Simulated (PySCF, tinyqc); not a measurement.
CISD on RHF in the sto-6g basis, for H4, spin multiplicity 1, step by step. The lowest restricted solution is unstable here: a spin-polarised one lies 0.1751 hartree lower (PySCF). Computed by tinyqc, a small Python program that keeps every step (integrals from PySCF). Settings: charge = 0, multiplicity = 1, basis = sto-6g, method = RHF, energy threshold = 1e-10, iteration cap = 79, orthogonalisation = symmetric, start = atomic densities, DIIS depth = 6, ci = CISD, davidson = 1. Command: `OMP_NUM_THREADS=1 python tinyqc.py 28457 28458 out.jsonl` (the two numbers bound the seeds that draw the settings). One thread of a shared host (Intel(R) Xeon(R) Processor @ 2.60GHz), about 0.2 s of CPU time with the checks. The early iterations of the SCF are left out here.

## One-electron integrals

Geometry (angstrom):
```
atom         x         y         z
H     0.000000  0.000000  0.000000
H     0.000000  0.000000  1.657000
H     0.000000  0.000000  2.960000
H     0.000000  0.000000  4.617000
```

Basis sto-6g: exponents (1/bohr^2) and contraction coefficients of normalised primitives:
```
element  l (shell)   exponent  coefficient
H            s (1)  35.523221     0.009164
H            s (1)   6.513144     0.049361
H            s (1)   1.822143     0.168538
H            s (1)   0.625955     0.370563
H            s (1)   0.243077     0.416492
H            s (1)   0.100112     0.130334
```

Overlap, kinetic and nuclear-attraction integrals over the contracted functions; the nuclear repulsion is the sum of Za Zb / Rab.

nuclear repulsion = 1.51700652 hartree

overlap S, lower triangle:
```
          1H 1s     2H 1s     3H 1s     4H 1s
1H 1s  1.000000
2H 1s  0.204047  1.000000
3H 1s  0.023310  0.338015  1.000000
4H 1s  0.000907  0.023310  0.204047  1.000000
```

kinetic energy T (hartree), lower triangle:
```
           1H 1s      2H 1s      3H 1s     4H 1s
1H 1s   0.768522
2H 1s  -0.002209   0.768522
3H 1s  -0.005996   0.034280   0.768522
4H 1s  -0.000435  -0.005996  -0.002209  0.768522
```

nuclear attraction V (hartree), lower triangle:
```
           1H 1s      2H 1s      3H 1s      4H 1s
1H 1s  -1.851649
2H 1s  -0.330415  -2.139486
3H 1s  -0.036886  -0.631908  -2.139486
4H 1s  -0.001330  -0.036886  -0.330415  -1.851649
```

core Hamiltonian H = T + V (hartree), lower triangle:
```
           1H 1s      2H 1s      3H 1s      4H 1s
1H 1s  -1.083127
2H 1s  -0.332623  -1.370964
3H 1s  -0.042881  -0.597628  -1.370964
4H 1s  -0.001765  -0.042881  -0.332623  -1.083127
```

## Two-electron integrals

Functions are numbered as in S; the eight-fold symmetry (ij|kl) = (ji|kl) = (kl|ij) leaves the list below.

Two-electron integrals (ij|kl) in chemists' order, unique and non-zero (hartree):
```
(11|11) 0.774999   (21|11) 0.104402   (21|21) 0.022777   (22|11) 0.315648
(22|21) 0.104402   (22|22) 0.774999   (31|11) 0.008580   (31|21) 0.002111
(31|22) 0.011814   (31|31) 0.000231   (32|11) 0.078549   (32|21) 0.024707
(32|22) 0.191992   (32|31) 0.003449   (32|32) 0.067873   (33|11) 0.178759
(33|21) 0.051906   (33|22) 0.390798   (33|31) 0.008580   (33|32) 0.191992
(33|33) 0.774999   (41|11) 0.000234   (41|21) 0.000062   (41|22) 0.000379
(41|31) 0.000008   (41|32) 0.000128   (41|33) 0.000379   (41|41) 2.90e-07
(42|11) 0.004119   (42|21) 0.001190   (42|22) 0.008580   (42|31) 0.000173
(42|32) 0.003449   (42|33) 0.011814   (42|41) 0.000008   (42|42) 0.000231
(43|11) 0.028779   (43|21) 0.007688   (43|22) 0.051906   (43|31) 0.001190
(43|32) 0.024707   (43|33) 0.104402   (43|41) 0.000062   (43|42) 0.002111
(43|43) 0.022777   (44|11) 0.114615   (44|21) 0.028779   (44|22) 0.178759
(44|31) 0.004119   (44|32) 0.078549   (44|33) 0.315648   (44|41) 0.000234
(44|42) 0.008580   (44|43) 0.104402   (44|44) 0.774999
```

## Orthogonalisation

S = U s U^T; symmetric (Loewdin) form X = U s^(-1/2) U^T, so that X^T S X = 1.

eigenvalues of S: 0.583403  0.886438  1.077675  1.452483

X, lower triangle:
```
           1H 1s      2H 1s      3H 1s     4H 1s
1H 1s   1.016710
2H 1s  -0.109918   1.065484
3H 1s   0.016580  -0.188746   1.065484
4H 1s  -0.001578   0.016580  -0.109918  1.016710
```

## Starting guess

The start is atomic minimal-basis densities projected into this basis (PySCF's MINAO start) and scaled to the electron count of each spin; this density is not idempotent, so its energy is not variational and may lie below the converged one.

D at the start, lower triangle:
```
          1H 1s     2H 1s     3H 1s     4H 1s
1H 1s  0.983593
2H 1s  0.078408  0.953695
3H 1s  0.007662  0.089801  0.953695
4H 1s  0.002792  0.007662  0.078408  0.983593
```

## Iteration 11 (converged): orbitals

converged F (hartree), lower triangle:
```
           1H 1s      2H 1s      3H 1s      4H 1s
1H 1s  -0.127022
2H 1s  -0.246891  -0.189543
3H 1s  -0.044727  -0.294263  -0.189543
4H 1s   0.028053  -0.044727  -0.246891  -0.127022
```

Diagonalise F' = X^T F X, C = X C', fill 2 alpha and 2 beta electrons from the bottom; D = 2 C_occ C_occ^T. Each column has its largest component positive (the first on a tie).

F' = X^T F X (hartree), lower triangle:
```
           1          2          3          4
1  -0.078990
2  -0.235593  -0.049310
3   0.022479  -0.275712  -0.049310
4   0.028051   0.022479  -0.235593  -0.078990
```

orbital energies (hartree): MO1 -0.441353, MO2 -0.247561, MO3 0.065392, MO4 0.366921

coefficients C:
```
            MO1        MO2        MO3        MO4
1H 1s  0.285992   0.589598   0.661673  -0.422883
2H 1s  0.512532   0.345550  -0.354967   0.821670
3H 1s  0.512532  -0.345550  -0.354967  -0.821670
4H 1s  0.285992  -0.589598   0.661673   0.422883
```

D after iteration 11, lower triangle:
```
           1H 1s      2H 1s     3H 1s     4H 1s
1H 1s   0.858835
2H 1s   0.700632   0.764188
3H 1s  -0.114311   0.286568  0.764188
4H 1s  -0.531669  -0.114311  0.700632  0.858835
```

## Convergence

Stop when the energy changes by less than 1e-10 hartree and every element of the error matrix X^T (F D S - S D F) X is below 3e-06.

Course of the cycle:
```
iteration  E (hartree)     change  largest element of the error matrix
1          -1.25802152          -                             1.03e-02
2          -1.77178641  -5.14e-01                             3.65e-02
3          -1.77262222  -8.36e-04                             3.33e-02
4          -1.77549896  -2.88e-03                             1.63e-02
5          -1.77628072  -7.82e-04                             6.37e-03
6          -1.77641682  -1.36e-04                             1.15e-03
7          -1.77642005  -3.23e-06                             6.22e-04
8          -1.77642139  -1.35e-06                             7.21e-06
9          -1.77642139   2.94e-11                             7.24e-06
10         -1.77642139  -1.78e-10                             7.23e-07
11         -1.77642139  -1.19e-12                             4.91e-07
```

PySCF RHF in the same basis = -1.77642139 hartree

Converged in 11 iterations.

## Populations, bond orders and dipole

Mulliken: Z minus the diagonal of D S on the atom; Loewdin: the same with S^(1/2) D S^(1/2); Mayer order: 2 sum_s sum (D(s) S)_ij (D(s) S)_ji over the two atoms.

Charges (e):
```
atom   Mulliken    Loewdin
1H     0.001350  -0.000887
2H    -0.001350   0.000887
3H    -0.001350   0.000887
4H     0.001350  -0.000887
```

Mayer bond orders:
```
pair      order
2-1    0.711954
3-1   -0.001273
3-2    0.289318
4-1    0.289318
4-2   -0.001273
4-3    0.711954
```

dipole moment about the origin, x y z (debye): 0.000000  0.000000  0.000000

## Integrals over molecular orbitals

(pq|rs) = sum C_ip C_jq C_kr C_ls (ij|kl), one index at a time.

one-electron integrals over orbitals h = C^T H C (hartree), lower triangle:
```
           1          2          3          4
1  -1.431892
2   0.000000  -1.172622
3   0.127256   0.000000  -1.093263
4   0.000000  -0.095966   0.000000  -1.028275
```

Two-electron integrals over orbitals (pq|rs), unique and non-zero (hartree):
```
(11|11) 0.445834    (21|21) 0.119611    (22|11) 0.332158    (22|22) 0.380356
(31|11) -0.093460   (31|22) 0.034146    (31|31) 0.101121    (32|21) 0.102089
(32|32) 0.185807    (33|11) 0.339968    (33|22) 0.382823    (33|31) 0.029684
(33|33) 0.392343    (41|21) 0.054175    (41|32) -0.053555   (41|41) 0.127172
(42|11) 0.090938    (42|22) -0.031736   (42|31) -0.097764   (42|33) -0.033999
(42|42) 0.101973    (43|21) -0.121274   (43|32) -0.107137   (43|41) -0.054493
(43|43) 0.129237    (44|11) 0.461647    (44|22) 0.350524    (44|31) -0.094356
(44|33) 0.357722    (44|42) 0.096803    (44|44) 0.494239
```

## CISD: determinants and Hamiltonian

Hartree-Fock energy = -1.77642139 hartree

Slater-Condon rules over spin orbitals, with the nuclear repulsion added and E(HF) subtracted on the diagonal. Only determinants linked to the reference directly or through others are kept (one block of an abelian symmetry group), so some states are absent.

Occupation strings over the orbitals (2 doubly, a alpha, b beta, 0 empty; spin orbitals ordered 1a 1b 2a 2b ...): 2200 2a0b a2b0 2b0a b2a0 aabb 2020 abab 2002 abba baab 0220 baba 0202 bbaa

H - E(HF) between determinants (hartree), lower triangle:
```
           2200       2a0b       a2b0       2b0a       b2a0       aabb       2020       abab
2200   0.000000
2a0b   0.000000   0.365931
a2b0   0.000000   0.023510   0.267898
2b0a   0.000000  -0.101973   0.097764   0.365931
b2a0   0.000000   0.097764  -0.101121   0.023510   0.267898
aabb   0.044209  -0.028079  -0.036375   0.000000   0.000000   0.543370
2020   0.185807  -0.107137  -0.102089   0.107137   0.102089  -0.053555   0.238924
abab   0.053555   0.102089   0.107137  -0.054493  -0.054175  -0.185807  -0.067719   0.589122
2002   0.101973   0.128539   0.000000  -0.128539   0.000000   0.097764   0.129237  -0.121274
abba  -0.097764   0.000000  -0.124937   0.128503   0.000000  -0.101973   0.121274  -0.129237
baab  -0.097764  -0.128503   0.000000   0.000000   0.124937  -0.101121   0.121274  -0.119611
0220   0.101121   0.000000   0.123144   0.000000  -0.123144   0.097764   0.119611  -0.121274
baba   0.053555   0.054493   0.054175  -0.102089  -0.107137  -0.127172  -0.067719   0.000000
0202   0.127172  -0.054175  -0.054493   0.054175   0.054493  -0.053555   0.000000  -0.067719
bbaa   0.044209   0.000000   0.000000   0.028079   0.036375   0.000000  -0.053555  -0.127172

           2002       abba       baab       0220       baba       0202      bbaa
2002   0.905408
abba   0.023510   0.479239
baab   0.023510   0.000000   0.479239
0220   0.000000   0.023510   0.023510   0.694036
baba  -0.121274  -0.119611  -0.129237  -0.121274   0.589122
0202   0.119611   0.121274   0.121274   0.129237  -0.067719   0.964378
bbaa   0.097764  -0.101121  -0.101973   0.097764  -0.185807  -0.053555  0.543370
```

## CISD: roots

Diagonalise (each vector has its largest component positive (the first on a tie)); all determinants have Ms = 0, so triplets appear too. The lowest singlet root is the correlation energy.

lowest roots of this matrix, relative to E(HF) (hartree): -0.204023  -0.036147  0.017030  0.027297  0.318347  0.367308  0.423295  0.503006

lowest vectors:
```
         root 1     root 2     root 3    root 4
2200   0.776817   0.359264   0.000000  0.000000
2a0b  -0.068043   0.292109  -0.389308  0.000000
a2b0  -0.076209   0.371173   0.533363  0.000000
2b0a   0.068043  -0.292109  -0.389308  0.000000
b2a0   0.076209  -0.371173   0.533363  0.000000
aabb  -0.090564   0.084871   0.015255  0.408248
2020  -0.529986   0.379083   0.000000  0.000000
abab  -0.063221  -0.183914  -0.011180  0.408248
2002   0.017851  -0.248255   0.000000  0.000000
abba   0.153785   0.099044   0.252200  0.408248
baab   0.153785   0.099044  -0.252200  0.408248
0220   0.020134  -0.337844   0.000000  0.000000
baba  -0.063221  -0.183914   0.011180  0.408248
0202  -0.149578   0.059897   0.000000  0.000000
bbaa  -0.090564   0.084871  -0.015255  0.408248
```

<S^2> of these roots: 0.000000  0.000000  2.000000  6.000000  2.000000  0.000000  0.000000  2.000000

weight of the ground state by excitation level 0, 1, 2, ...: 0.603445  0.020875  0.375680

The reference has a weight of only 0.60: one determinant is a poor start here.

## The lowest root by the Davidson method

Start from the reference; add the residual divided by (theta - H_ii), orthogonalised, at each step.

Davidson iterations:
```
iteration  subspace  lowest Ritz value (hartree)  residual norm
1                 1                            0       3.16e-01
2                 2                  -0.18165019       1.33e-01
3                 3                  -0.19686747       5.84e-02
4                 4                  -0.20169034       2.57e-02
5                 5                  -0.20383689       1.32e-02
6                 6                  -0.20402039       1.41e-03
7                 7                  -0.20402270       4.78e-04
8                 8                  -0.20402341       2.20e-04
9                 9                  -0.20402346       4.90e-05
10               10                  -0.20402346       2.86e-16
```
